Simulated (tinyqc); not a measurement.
Inside a calculation. Method: Hubbard chain of 2 sites. One step of it, computed by the program tinyqc.

Task: Mean-field iteration 2. H(up) = T + U n(down), H(down) = T + U n(up); fill the lowest levels; n(new) = n + mixing (n(out) - n); E = tr T (rho up + rho down) + U sum n_up n_down of the output.

one-body matrix (hopping and site energies) (eV):
```
           1          2
1   0.000000  -1.790000
2  -1.790000   0.000000
```

U = 8.300000 eV

electrons, up and down: 1  1

mixing = 1

n(up) after iteration 1: 1 0.905984, 2 0.094016

n(down) after iteration 1: 1 0.094016, 2 0.905984

Give: levels, up; levels, down; energy; n(up) after iteration 2; n(down) after iteration 2.

Result:

levels, up (eV): 0.3344  7.9656

levels, down (eV): 0.3344  7.9656

energy = -0.7661 eV

n(up) after iteration 2: 1 0.9416, 2 0.0584

n(down) after iteration 2: 1 0.0584, 2 0.9416
